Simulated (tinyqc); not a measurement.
Inside a calculation. Model: elastic trap-assisted tunnelling through a dielectric.

Numbers from tinyqc (`OMP_NUM_THREADS=1 python tinyqc.py 2370017 2370018 out.jsonl`; about 0.03 s on one thread of a shared Intel Xeon 2.30GHz). Printed values are rounded.

Emitter at x = 0 (Fermi level 0), collector at x = t (Fermi level -V), band edge U(x) = phi - F x, F = V/t. A trap at x has the energy E = U(x) - Et. With G(u) = (4/(3 F)) sqrt(mo/C) max(u, 0)^1.5, C = hbar^2/(2 m0): S1 = G(phi - E) - G(Et), S2 = G(Et) - G(phi - V - E), T1,2 = exp(-S1,2). The steady rate through one trap is nu T1 T2 (f1 - f2)/(T1 + T2), f1 = f(E), f2 = f(E + V), f(y) = 1/(1 + exp(y/Vt)); both contacts offer states at E.

Parameters, values chosen for the exercise; dielectric values close to those of hafnium oxide: temperature T = 300 K; barrier above the emitter Fermi level phi = 1.53 eV; tunnelling mass mo = 0.2 m0; thickness t = 6.7 nm; trap depth below the band edge of the dielectric Et = 1.25 eV; trap density Nt = 1.2e18 cm^-3; attempt frequency nu = 1e13 1/s; points of the grid n = 11; voltage V = 1.02 V; left end of the grid xa = 1.77 nm; right end of the grid xb = 4.12 nm.

Constants: q = 1.602176634e-19 C, kB = 1.380649e-23 J/K, hbar = 1.054571817e-34 J s, m0 = 9.1093837015e-31 kg, Vt = kB T/q, hbar^2/(2 m0) = 0.0380998212 eV nm^2. Results are converted to the units shown.

Range of the model: Phonon-assisted (inelastic) capture, chains of traps and a spread of trap depths are left out.

## Rate through a trap near the best position

n equally spaced x from xa to xb, where nearly all of the current flows; J = q Nt times the integral of the rate, by Simpson's rule.

x, point 0 to 10 (nm): [1.77000, 2.00500, 2.24000, 2.47500, 2.71000, 2.94500, 3.18000, 3.41500, 3.65000, 3.88500, 4.12000]
E, point 0 to 10 (eV): [0.010537, -0.025239, -0.061015, -0.096791, -0.132567, -0.168343, -0.204119, -0.239896, -0.275672, -0.311448, -0.347224]
S1, point 0 to 10: [9.5404, 10.8756, 12.2262, 13.5921, 14.9731, 16.3690, 17.7797, 19.2051, 20.6449, 22.0990, 23.5674]
S2, point 0 to 10: [20.9604, 20.1859, 19.3851, 18.5587, 17.7077, 16.8326, 15.9341, 15.0128, 14.0692, 13.1040, 12.1174]
f1 - f2, point 0 to 10: [0.399487, 0.726370, 0.913739, 0.976889, 0.994106, 0.998516, 0.999628, 0.999907, 0.999977, 0.999994, 0.999999]
rate, point 0 to 10 (1/s): [3151.43, 12430.5, 34806.0, 84503.2, 1.90447e5, 3.00008e5, 1.63880e5, 44956.9, 10800.2, 2526.16, 581.858]
J = 0.00388756 A/cm^2

A converged quadrature gives 0.003834 A/cm^2; this grid is 1.4 % above that. The rate peaks at x = 2.95 nm; traps sink below the emitter Fermi level beyond x = 1.84 nm.

## The best-placed trap against direct tunnelling

xs = 2.95 nm

At x = xs: E, S1, S2 and the occupation (T1 f1 + T2 f2)/(T1 + T2). Direct tunnelling at E = 0 has S = (4/(3 F)) sqrt(mo/C) [phi^1.5 - max(phi - V, 0)^1.5].

E = -0.169104 eV
S1 = 16.3989
S2 = 16.8137
occupation = 0.601375
S of direct tunnelling = 30.6671

The harder of the two steps has S = 16.8, 54.8 % of the direct exponent: the trap splits one long tunnelling path into two short ones.
